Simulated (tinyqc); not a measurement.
Gas flow in a process chamber: flow regimes, conductance, effective pumping speed, pump-down, outgassing and purge. Changing the pipe length l. Computed by tinyqc, a small Python program. Command: `OMP_NUM_THREADS=1 python tinyqc.py 3120069 3120070 out.jsonl pump sweep`. One thread of a shared host (Intel(R) Xeon(R) Processor @ 2.30GHz), about 0.01 s of CPU time with the checks.

Ideal gas, isothermal flow, a pump of constant speed at the end of a round pipe; process gas, volume gas and outgassing are given the same properties. 1 sccm = 101325 Pa x 1e-6 m^3/60 s x T/273.15 K.

Inputs (values chosen for the exercise, modelled on nitrogen near room temperature): molar mass M = 28.01 g/mol; molecular diameter = 0.37 nm; viscosity eta = 17.8 micropascal s; temperature T = 293 K; chamber volume V = 280 L; pipe diameter d = 6.3 cm; pump speed S = 17 L/s; process gas flow = 920 sccm.

Constants: k_B = 1.380649e-23 J/K; u = 1.6605390666e-27 kg.

Method:
- Mean speed c = sqrt(8 k_B T/(pi m)); aperture conductance C_a = c pi d^2/16; molecular pipe C_m = C_a/(1 + 3 l/(4 d)) (Dushman form); viscous pipe C_v = pi d^4 p_mean/(128 eta l); Knudsen interpolation C = C_v + C_m (1 + x)/(1 + 1.24 x), x = d p_mean sqrt(m/(k_B T))/eta.
- Effective speed 1/S_eff = 1/S + 1/C_m; time constant V/S_eff; pressure at which the free path k_B T/(sqrt2 pi d_m^2 p) equals d.
- Steady flow: the pump inlet is at p_2 = Q/S, and the chamber pressure p_1 solves Q = C((p_1 + p_2)/2) (p_1 - p_2). Residence time = p_1 V/Q.
- Knudsen number = free path at the mean pressure over d.

One run for each value:
```
pipe length l (cm)  C_m (L/s)  S_eff in molecular flow (L/s)  chamber pressure p_1 (Pa)
2                       296.2                          16.08                       98.0
4.3                     242.6                          15.89                       98.1
9.5                     172.1                          15.47                       98.1
21                      104.8                          14.63                       98.2
45                       57.7                          13.13                       98.4
97                       29.2                          10.75                       98.8
210                      14.1                           7.71                       99.6
460                       6.6                           4.74                      101.5
1000                      3.1                           2.59                      105.5
```

What does the table show?

Over the rows, C_m (L/s) falls from 296 to 3.06 (exponent d ln y / d ln x -0.26 between the first rows and -0.99 between the last); S_eff in molecular flow (L/s) falls from 16.1 to 2.59 (exponent d ln y / d ln x -0.016 between the first rows and -0.78 between the last); chamber pressure p_1 (Pa) rises from 98.0 to 105 (exponent d ln y / d ln x 2.4e-4 between the first rows and 0.049 between the last).
